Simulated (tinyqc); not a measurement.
Plane-wave Kohn-Sham cycle with exchange-only LDA in a layered model solid, step by step. One step of it, computed by the program tinyqc.

Problem. Iteration 1: Hamiltonian at one k. H(m,m') = (k + G_m)^2/2 delta + V(G_m - G_m'), with V(-G) = V(G).

A solid whose potential varies along x alone (atomic units):
```
parameter,value
period a,9.100000
cross-section of the cell,40.000000
electrons per cell,2
grid points,16
"plane waves -n..n, n",2
k points,2
V1 in V1 cos(2 pi x/a),-0.230000
```

V(G_m), m = 0, 1, 2, ... (hartree): -0.173767  -0.115000  0.000000  0.000000  0.000000

k = 0.250000 2 pi / a

Give: H.

Solution.

H (hartree):
```
,-2,-1,+0,+1,+2
-2,0.556,-0.115,0.000,0.000,0.000
-1,-0.115,-0.040,-0.115,0.000,0.000
+0,0.000,-0.115,-0.159,-0.115,0.000
+1,0.000,0.000,-0.115,0.199,-0.115
+2,0.000,0.000,0.000,-0.115,1.033
```
